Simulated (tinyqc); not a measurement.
Surface potential of a MOS transistor: implicit equation and explicit approximations: two steps of the calculation.

p-type body, charge-sheet picture, depletion and inversion only, full ionisation (an idealisation for deep acceptors), Boltzmann statistics (rough once Na exp(x - xn) passes about Nc/7). In units of Vt: xg = (Vg - Vfb)/Vt, x = psi/Vt, G = gamma/sqrt(Vt), xn = (2 phiF + Vc)/Vt. The implicit equation is (xg - x)^2 = G^2 [x - 1 + exp(x - xn)] for x above about 3. Cox = eps0 eox/tox.

Parameters, values chosen for the exercise; band and dielectric values close to those of 4H silicon carbide:
- T = 300 K (temperature)
- eox = 3.9 (relative permittivity of the gate insulator (close to silicon dioxide))
- tox = 5.4 nm (insulator thickness)
- Vc = 0 V (channel-body voltage)

Constants: q = 1.602176634e-19 C, kB = 1.380649e-23 J/K, Vt = kB T/q, eps0 = 8.8541878128e-14 F/cm where lengths are in cm. Results are converted to the units shown.

Problem 1. Explicit approximation. Depletion value a = 1 + [sqrt(G^2/4 + xg - 1) - G/2]^2; inversion value b = xn + ln[(xg - xn)^2/G^2 - xn + 1] and first guess y = min(a, b) - ln(1 + exp(-|a - b|)) if a > xn + 1, else b = y = a; one second-order correction with D = exp(y - xn), p = 2 (xg - y) + G^2 (1 + D), w = (xg - y)^2 - G^2 (y - 1 + D): z = y + 2 w/(p + sqrt(p^2 - 2 (2 - G^2 D) w)), or the Newton step z = y + w/p where the root is not real.

G = 4.3092913
xn = 120.16298
xg = 155.88736

Find: a; b; y; p; w; z.

Solution 1.

a = 110.74
b = 110.74
y = 110.74
p = 108.86
w = -0.0015070
z = 110.74

The root of the implicit equation is x = 110.744; y misses it by 1.4e-5 and z by 0, in units of Vt.

Problem 2. Potential, charges and gate control. psi = Vt x; N_dep = Cox Vt G sqrt(x - 1)/q; N_inv = (Cox Vt G/q) [sqrt(x - 1 + exp(x - xn)) - sqrt(x - 1)]; dpsi/dVg = 1/[1 + G^2 (1 + exp(x - xn))/(2 (xg - x))].

converged x = 110.74378
G = 4.3092913
xn = 120.16298
xg = 155.88736

Find: psi; N_dep; N_inv; dpsi/dVg.

Solution 2.

psi = 2.8629 V
N_dep = 4.6580e12 cm^-2
N_inv = 1.7222e6 cm^-2
dpsi/dVg = 0.82940

psi lies 9.4 Vt below 2 phiF + Vc.

Computed by the program tinyqc: `OMP_NUM_THREADS=1 python tinyqc.py 2122144 2122145 out.jsonl`, one thread of a shared Intel Xeon 2.30GHz, about 0.01 s for the whole run.
